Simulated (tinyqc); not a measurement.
Inside a calculation. Model: size effects in the resistivity of thin metal films and interconnect lines. Computed by tinyqc, a small Python program that keeps every step. Command: `OMP_NUM_THREADS=1 python tinyqc.py 3011709 3011710 out.jsonl size walk`. One thread of a shared host (Intel(R) Xeon(R) Processor @ 2.30GHz), about 0.01 s of CPU time with the checks. Intermediate numbers are printed to about 5 digits and carried at full precision; extremes and crossings named in words are read from the listed rows.

Electrons lose their drift at surfaces (a share 1 - p of the hits) and at grain boundaries (reflection R), besides bulk scattering. The line sits in a trench with a non-conducting liner on both walls and the bottom; the spacing equals the drawn width.

Inputs (values chosen for the exercise, modelled on silver):
```
quantity                                   value         unit
bulk resistivity rho_b                      1.55  microohm cm
bulk mean free path lambda                  52.3           nm
specularity p                                  0            -
grain-boundary reflection R                 0.29            -
drawn line width w                           110           nm
grain size over metal width                  1.5            -
aspect ratio (height over width)             2.6            -
liner thickness t                            2.9           nm
line length                                    4   micrometre
permittivity of the dielectric k               4            -
competitor: rho_b relative to this metal     4.9            -
competitor: lambda relative to this metal   0.34            -
competitor: liner relative to t                0            -
```

Geometry: line.

Constants: eps_0 = 8.8541878128e-12 F/m.

## Metal cross-section

Metal width w_m = w - 2t, height h_m = (aspect ratio) w - t, grain size D = (ratio) w_m.

metal width w_m = 104.2 nm

metal height h_m = 283.1 nm

grain size D = 156.3 nm

share of the trench filled by metal = 93.767 %

## Grain boundaries

Mayadas-Shatzkes: alpha = (lambda/D) R/(1 - R); rho_b/rho = 1 - 3 alpha/2 + 3 alpha^2 - 3 alpha^3 ln(1 + 1/alpha).

alpha = 0.13667

rho/rho_b from grains = 1.1979

The linear estimate 1 + 3 alpha/2 gives 1.205, within 2 %.

## Surfaces

Fuchs-Sondheimer film: rho_b/rho = 1 - (3/(2 kappa))(1 - p) int_0^1 (s - s^3)(1 - exp(-kappa/s))/(1 - p exp(-kappa/s)) ds, f = rho/rho_b, kappa = thickness/lambda, 80 Gauss-Legendre points. Line: the excess of a film of thickness w_m and of a film of thickness h_m are added, rho/rho_b = 1 + (f(w_m) - 1) + (f(h_m) - 1), an estimate that holds best when both sides exceed lambda.

kappa = w_m/lambda = 1.9924

f(w_m) = 1.2218

f(h_m) = 1.0744

rho/rho_b from surfaces = 1.2962

## Resistance and delay

Total: rho = rho_b [1 + surface excess + grain excess]; resistance per length rho/(w_m h_m); capacitance per length C = 2 k eps_0 (aspect ratio + 1/2), a parallel-plate estimate for two neighbours plus a fixed term for the planes above and below; delay 0.38 R C L^2; effective resistivity per drawn area.

resistivity rho = 2.3158 microohm cm

resistance per length = 0.78504 ohm/micrometre

capacitance per length = 0.21958 fF/micrometre

RC delay = 0.0010481 ps

effective resistivity per drawn area = 2.4697 microohm cm

Of the factor 1.59 over bulk, scattering gives 1.49 and the liner 1.07; within scattering, surfaces outweigh grain boundaries (0.20 against 0.30, grains first).

## A short-path metal as competitor

w_m = w - 2t, h_m = (aspect ratio) w - t, D = (ratio) w_m; rho = rho_b [1 + surface excess + grain excess]. Effective resistivity rho (aspect ratio) w^2/(w_m h_m) for the metal with its liner, for the same metal without liner, and for a competitor with its own rho_b, lambda and liner, and for that competitor with the liner t; p, R, aspect and grain ratios are the same.

Effective resistivity (microohm cm):
```
w (nm)  this metal  without liner  competitor  competitor, liner t
200          2.021         1.9405       8.229                8.539
100          2.577         2.3552       8.880                9.609
50           3.916         3.1979      10.231               12.203
30           6.232         4.2987      12.091               16.812
20          10.352         5.6266      14.434               25.133
14          19.191         7.2690      17.422               42.949
10          46.316         9.3749      21.329               96.634
```

The competitor wins below a width between 20.0 and 14.0 nm. In narrow lines rho scales as rho_b lambda/w, and the product rho_b lambda of the competitor is 1.67 times this metal's. At the narrowest width the liner costs this metal a factor 4.94. With the same liner the competitor wins nowhere in the table; at the narrowest width the thinner liner lowers it from 96.6 to 21.3. Rows with w - 2t below lambda stretch the additive estimate. Metal widths below about 5 nm are outside this semiclassical model.

Checks made by the program: grain-boundary formula against its angular integral 3 int_0^1 c^3/(c + alpha) dc (relative difference below 1e-10).
